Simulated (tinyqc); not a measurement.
Empirical pseudopotential in a few plane waves, step by step. One step of it, computed by the program tinyqc.

Question. Levels at G. Diagonalise the Hermitian matrix.

H(k) at G (eV), lower triangle:
```
           +0+0+0     -1-1-1     -1-1+1     -1+1-1     -1+1+1     +1-1-1     +1-1+1     +1+1-1
+0+0+0   0.000000
-1-1-1   2.414790  13.185366
-1-1+1  -2.414790   0.000000  13.185366
-1+1-1  -2.414790   0.000000   0.285720  13.185366
-1+1+1  -2.414790  -0.285720   0.000000   0.000000  13.185366
+1-1-1  -2.414790   0.000000   0.285720   0.285720   0.000000  13.185366
+1-1+1  -2.414790  -0.285720   0.000000   0.000000   0.285720   0.000000  13.185366
+1+1-1  -2.414790  -0.285720   0.000000   0.000000   0.285720   0.000000   0.285720  13.185366
+1+1+1   2.414790   0.000000  -0.285720  -0.285720   0.000000  -0.285720   0.000000   0.000000
-2+0+0   0.000000  -2.414790  -2.414790  -2.414790   2.414790   0.788896  -0.788896  -0.788896
+0-2+0   0.000000  -2.414790  -2.414790   0.788896  -0.788896  -2.414790   2.414790  -0.788896
+0+0-2   0.000000  -2.414790   0.788896  -2.414790  -0.788896  -2.414790  -0.788896   2.414790
+0+0+2   0.000000  -0.788896   2.414790  -0.788896  -2.414790  -0.788896  -2.414790   0.788896
+0+2+0   0.000000  -0.788896  -0.788896   2.414790  -2.414790  -0.788896   0.788896  -2.414790
+2+0+0   0.000000  -0.788896  -0.788896  -0.788896   0.788896   2.414790  -2.414790  -2.414790

           +1+1+1     -2+0+0     +0-2+0     +0+0-2     +0+0+2     +0+2+0     +2+0+0
+1+1+1  13.185366
-2+0+0  -0.788896  17.580488
+0-2+0  -0.788896   0.285720  17.580488
+0+0-2  -0.788896   0.285720   0.285720  17.580488
+0+0+2  -2.414790  -0.285720  -0.285720   0.000000  17.580488
+0+2+0  -2.414790  -0.285720   0.000000  -0.285720   0.285720  17.580488
+2+0+0  -2.414790   0.000000  -0.285720  -0.285720   0.285720   0.285720  17.580488
```

Give: eigenvalues.

Answer.

eigenvalues (eV): -2.7740  8.4186  8.4186  8.4186  10.2838  12.8996  12.8996  12.8996  16.8166  17.0090  17.0090  22.0615  22.0615  22.0615  22.4821
